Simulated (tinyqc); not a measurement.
Band offsets of oxides on a semiconductor by the charge-neutrality-level model: one step of the calculation.

Each material has a charge-neutrality level at the depth Phi = chi + Eg - CNL below vacuum. For oxide B on semiconductor A, dEc = (chiA - PhiA) - (chiB - PhiB) + S (PhiA - PhiB), dEv = EgB - EgA - dEc, with the pinning factor S = 1/(1 + 0.1 (eps_inf - 1)^2) of the oxide. S = 1 is the affinity rule, S = 0 aligns the two levels.

Task. One oxide. Depths of both levels, S and the two offsets.

Inputs (values chosen for the exercise); substrate values close to those of silicon: gap of the semiconductor EgA = 1.09 eV; its electron affinity chiA = 3.97 eV; its charge-neutrality level above the valence edge cA = 0.3 eV.

oxide values (close to silicon dioxide): Eg (eV) 8.76, chi (eV) 0.89, CNL (eV) 4.46, eps_inf 2.26

Give: PhiA; PhiB; S; dEc; dEv.

Result.

PhiA = 4.760 eV
PhiB = 5.190 eV
S = 0.8630
dEc = 3.139 eV
dEv = 4.531 eV

The limits are dEc = 3.08 eV (S = 1) and 3.51 eV (S = 0).

Range of the model: The model ignores the chemistry of the actual interface, which can move offsets by several tenths of an eV.

Numbers from tinyqc (`OMP_NUM_THREADS=1 python tinyqc.py 2410079 2410080 out.jsonl`; about 0.01 s on one thread of a shared Intel Xeon 2.30GHz).
